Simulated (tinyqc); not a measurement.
## Tunnelling through a gate dielectric, WKB transmission and Tsu-Esaki current: a Fowler-Nordheim plot

Electrons leave the emitter at x = 0. Energies E (motion across the layers) are in eV from the emitter Fermi level; the collector Fermi level lies at -V and offers states at every E. No charge in the dielectric and no image force: F1 = V/t1, U = phi1 - F1 x. With C = hbar^2/(2 m0), kappa = sqrt(m (U - E)/C) where U > E and 0 elsewhere; T(E) = exp(-S), S = 2 times the integral of kappa over x.

The thickness is set to t1 = 7.1 nm and V = F t1. Each layer adds (2/F) sqrt(m/C) [G(u at its left edge) - G(u at its right edge)] to S, with u = U - E (0 where negative) and G(u) = (2/3) u^1.5. J = J0 times the integral of T(E) N(E) dE, N = ln[(1 + exp(-E/Vt))/(1 + exp((-E - V)/Vt))], J0 = q^2 me m0 kB T/(2 pi^2 hbar^3) (times 1e-4 for A/cm^2 per eV), from E = -Ef to far above the barrier (T = 1 there), by quadrature converged to the digits shown. The closed formula is J = A F^2 exp(-B/F), A = q^2 me/(16 pi^2 hbar m1 phi1) (A/V^2 with phi1 in volts), B = (4/3) sqrt(m1/C) phi1^1.5 (V/nm), C = hbar^2/(2 m0); it assumes zero temperature, a deep Fermi sea and S linear in E.

Inputs (values chosen for the exercise); dielectric values close to those of silicon dioxide: temperature T = 400 K; Fermi energy of the emitter above its band bottom Ef = 0.28 eV; emitter mass in the supply function me = 0.29 m0; barrier of layer 1 above the emitter Fermi level at zero bias phi1 = 3.19 eV; tunnelling mass of layer 1 m1 = 0.48 m0.

Constants: q = 1.602176634e-19 C, kB = 1.380649e-23 J/K, hbar = 1.054571817e-34 J s, m0 = 9.1093837015e-31 kg, Vt = kB T/q, hbar^2/(2 m0) = 0.0380998212 eV nm^2. Results are converted to the units shown.

A Fowler-Nordheim plot:

| F (V/nm) | J (A/cm^2) | J by the formula (A/cm^2) | ln(J/F^2), F in V/cm |
|---|---|---|---|
| 0.6 | 9.291e-13 | 3.195e-13 | -58.92 |
| 0.71 | 9.395e-10 | 4.725e-10 | -52.34 |
| 0.83 | 2.444e-7 | 1.565e-7 | -47.09 |
| 0.94 | 1.204e-5 | 8.990e-6 | -43.44 |
| 1.06 | 3.455e-4 | 2.941e-4 | -40.32 |
| 1.17 | 0.004159 | 0.003916 | -38.03 |
| 1.29 | 0.03912 | 0.04062 | -35.99 |
| 1.4 | 0.2193 | 0.2472 | -34.43 |

The slope of ln(J/F^2) against 1/F between the end rows is -25.72 V/nm, against B = 26.96 V/nm; read as B it gives phi1 = 3.09 eV. The integrated current is 2.91 times the formula in the first row and 11 % below it in the last. The excess in the first row is thermal: at 20 K it is gone. In 4 of the 8 rows the field exceeds 10 MV/cm (up to 14.0), more than most dielectrics sustain; the model ignores breakdown.

Computed by the program tinyqc: `OMP_NUM_THREADS=1 python tinyqc.py 2540013 2540014 out.jsonl`, one thread of a shared Intel Xeon 2.30GHz, about 0.02 s for the whole run.
